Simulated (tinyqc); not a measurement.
Self-heating of a transistor with one or more fingers, with temperature-dependent conductivity: one step, computed by the program tinyqc.

N long parallel fingers lie on the top face of a slab whose bottom is held at T_0; the top is otherwise insulated, and heat flows in two dimensions. P in W/mm is 1000 P in W/m.

Task: Correction for the falling conductivity. Kirchhoff transformation for kappa = kappa_0 (T/T_0)^-m: T = T_0 [1 - (m - 1) theta/T_0]^(-1/(m - 1)), where theta is the linear rise. The bracket vanishes at the power P T_0/((m - 1) theta).

Inputs (values chosen for the exercise, modelled on sapphire): exponent m in kappa ~ T^-m = 1.29; base temperature T_0 = 323 K; power per gate width P = 0.26 W/mm.

Power: power rises with temperature.

largest theta = 23.52600 K

Give: peak temperature; true rise; true rise / linear rise; power at which the formula diverges.

Result:

peak temperature = 347.68 K

true rise = 24.675 K

true rise / linear rise = 1.0488

power at which the formula diverges = 12.309 W/mm

The falling conductivity adds 4.9 % to the rise.
